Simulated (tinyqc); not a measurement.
Zero-field depth and permittivity from two fields.

Question. The apparent depth of a Coulomb trap is Et - sqrt(q F/(pi eps0 eps_r)). Find Et and eps_r.

Constants: q = 1.602176634e-19 C, eps0 = 8.8541878128e-14 F/cm where lengths are in cm. Results are converted to the units shown.

apparent depth at F = 50 and 200 kV/cm (eV): 0.43995716  0.38991431

Solution. The depth is linear in sqrt(F): the intercept is Et and the slope -sqrt(q/(pi eps0 eps_r)).

Et = 0.4900 eV
eps_r = 11.50

Program tinyqc, `OMP_NUM_THREADS=1 python tinyqc.py 2050040 2050041 out.jsonl`; Intel Xeon 2.30GHz, shared host, one thread, about 0.01 s.
